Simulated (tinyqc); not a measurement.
Inside a calculation: sp3s* tight binding with spin-orbit coupling. Values are carried at full precision from step to step, so a last printed digit may differ when a step is redone from the rounded ones.

sp3s* tight binding, nearest neighbours only: anion (a) at 0, cation (c) at a/4 (1,1,1), orbitals s, px, py, pz, s* on each; k in units of 2 pi/a. With phases e_j = exp(i (pi/2) k.n_j) for n = (1,1,1), (1,-1,-1), (-1,1,-1), (-1,-1,1): g0 = (e1+e2+e3+e4)/4, g1 = (e1+e2-e3-e4)/4, g2 = (e1-e2+e3-e4)/4, g3 = (e1-e2-e3+e4)/4. The diagonal holds the levels Esa, Epa, Exa (s*) and Esc, Epc, Exc. Anion-cation block: <sa|sc> = Vss g0; <sa|xc> = Vsapc g1; <xa|sc> = -Vscpa g1; <xa|xc> = Vxx g0; <xa|yc> = <ya|xc> = Vxy g3, <xa|zc> = <za|xc> = Vxy g2, <ya|zc> = <za|yc> = Vxy g1; <s*a|xc> = Vxapc g1; <xa|s*c> = -Vpaxc g1; y and z take g2 and g3 in place of g1; s-s* and s*-s* vanish.

Constants: hbar^2/2m0 = 3.80998211 eV angstrom^2.

Parameters, chosen for this exercise (near a published set for Si, fitted to gaps, whose masses and valley positions are rough; spin-orbit coupling, where it is added without a refit, lifts the valence top and shrinks all gaps by about a third of the splitting; not measured data): k = (0.69, 0.69, 0) 2 pi/a (wave vector); Esa = -4.194 eV (s level of the anion); Epa = 1.715 eV (p level of the anion); Esc = -4.194 eV (s level of the cation); Epc = 1.715 eV (p level of the cation); Exa = 6.688 eV (s* level of the anion); Exc = 6.688 eV (s* level of the cation); Vss = -8.287 eV (s-s); Vxx = 1.716 eV (px-px); Vxy = 4.572 eV (px-py); Vsapc = 5.732 eV (s anion, p cation); Vscpa = 5.732 eV (s cation, p anion); Vxapc = 5.372 eV (s* anion, p cation); Vpaxc = 5.372 eV (p anion, s* cation); Da = 0.042 eV (atomic spin-orbit splitting, anion); Dc = 0.042 eV (the same, cation); a = 5.427 angstrom (lattice constant).

## Phase sums

Form g0 to g3 at this k.

g0, g1, g2, g3: 0.21896  0.41354i  0.41354i  -0.78104

## The Hamiltonian without spin-orbit coupling

Fill in the 10 x 10 matrix.

H(k) (eV), lower triangle (Hermitian):
```
           sa        xa        ya        za       s*a       sc      xc      yc      zc     s*c
sa    -4.1940
xa          0    1.7150
ya          0         0    1.7150
za          0         0         0    1.7150
s*a         0         0         0         0    6.6880
sc    -1.8145   2.3704i   2.3704i    4.4769         0  -4.1940
xc   -2.3704i    0.3757   -3.5709  -1.8907i  -2.2215i        0  1.7150
yc   -2.3704i   -3.5709    0.3757  -1.8907i  -2.2215i        0       0  1.7150
zc    -4.4769  -1.8907i  -1.8907i    0.3757   -4.1958        0       0       0  1.7150
s*c         0   2.2215i   2.2215i    4.1958         0        0       0       0       0  6.6880
```

## Levels at this k

Diagonalise H, which belongs to k = (0.69, 0.69, 0) (2 pi/a). Four bands are filled (two electrons each); give the make-up of band 5, the lowest empty one.

levels (eV): -9.0832  -7.5143  -3.0592  -2.2317  1.6309  1.9332  5.6617  6.4659  10.4246  11.0500

weights of band 5: s 0.204, p 0.387, s* 0.409

weight of band 5 on atom a = 0.500

The vertical gap at this k is 3.8626 eV; band 5 is mostly s*-like.

## Levels at Gamma

Spin-orbit coupling acts within the p shell of each atom as (D/3) L.sigma, D = Da or Dc: it puts four states at Ep + D/3 and two at Ep - 2D/3.

At k = 0 only g0 = 1 is left and H falls into 2 x 2 blocks [[E_a, V], [V, E_c]] with roots (E_a + E_c)/2 -/+ sqrt(((E_a - E_c)/2)^2 + V^2); the s* levels stay uncoupled. The direct gap runs from the highest lower root of the p blocks to the lowest upper root.

Blocks at Gamma (eV):
```
block               E_a      E_c        V  lower root  upper root
s (Gamma6)      -4.1940  -4.1940  -8.2870    -12.4810      4.0930
p 3/2 (Gamma8)   1.7290   1.7290   1.7160      0.0130      3.4450
p 1/2 (Gamma7)   1.6870   1.6870   1.7160     -0.0290      3.4030
```

direct gap at Gamma = 3.3900 eV

The lowest empty level at Gamma is p-like. The split-off band lies 0.0420 eV below the top, equal to the atomic value.

## Bands near the gap

Diagonalise at L = (1/2,1/2,1/2), X = (1,0,0), W = (1,1/2,0), K = (3/4,3/4,0) and at the fractions named between them; energies from the top of the valence band at Gamma; the matrix is 20 x 20 and 8 levels are filled.

Levels (eV):
```
k        level 3  level 5  level 7  level 8  level 9  level 10  level 11
L         -7.091   -1.456   -1.428   -1.428    2.486     2.486     2.501
L-G 0.5   -3.922   -0.845   -0.817   -0.817    2.375     2.375     3.980
G         -0.042    0.000    0.000    0.000    3.390     3.390     3.432
G-X 0.2   -0.967   -0.467   -0.446   -0.446    2.828     2.828     3.850
G-X 0.4   -2.854   -1.329   -1.316   -1.316    1.892     1.892     4.019
G-X 0.6   -4.848   -2.136   -2.128   -2.128    1.283     1.283     3.292
G-X 0.7   -5.792   -2.448   -2.443   -2.443    1.172     1.172     2.850
G-X 0.8   -6.683   -2.680   -2.677   -2.677    1.198     1.198     2.403
G-X 0.9   -7.514   -2.823   -2.821   -2.821    1.354     1.354     1.983
X         -8.285   -2.870   -2.870   -2.870    1.624     1.624     1.624
W         -8.280   -2.877   -2.863   -2.863    1.619     1.619     1.628
K         -7.808   -3.083   -2.452   -2.452    1.607     1.607     1.776
K-G 0.5   -4.590   -2.002   -0.895   -0.895    2.232     2.232     3.339
```

On these points the lowest empty level is lowest at G-X 0.7, 1.172 eV above the top.

## Valleys and masses

The lowest conduction level (mean of the pair) at Gamma, at its minimum on (x,0,0) for x from 0.5 to 1, and at the point L (L, and X where the search ends there, need not be minima in this model; a zero or negative inverse mass shows it). Inverse masses m0/m = (E(+h) + E(-h) - 2 E)/(2 c q^2) with c = hbar^2/2m0, q = h 2 pi/a, h = 0.002; longitudinal along the valley axis ([100] at Gamma and Delta, [111] at L), transverse along [010] or [1-10]. A dash: the next level lies within 0.15 eV, so a single mass has no use there.

Valleys:
```
valley  x (2 pi/a)  E - Ev (eV)  m0/m_l  m0/m_t
Gamma       0.0000       3.3900       -       -
Delta       0.7307       1.1651    1.34    0.62
L           0.5000       2.4861       -       -
```

Of these three the lowest is the Delta line, which makes the gap indirect, 1.1651 eV. At Delta m0/m_t is 0.62. This nearest-neighbour model is fitted to gaps: it places the Delta minimum and the masses at Delta and L only roughly (transverse masses can be several times too heavy), and since its bands are flat from X to W the transverse mass grows too heavy towards X; d orbitals or second neighbours cure this.

## Checks

- Direct gap at Gamma from the blocks against the full matrix: both 3.39000.

Run: tinyqc, `OMP_NUM_THREADS=1 python tinyqc.py 1480473 1480474 out.jsonl`; Intel(R) Xeon(R) Processor @ 2.30GHz, one thread, shared host; about 0.2 s of CPU time with all checks.
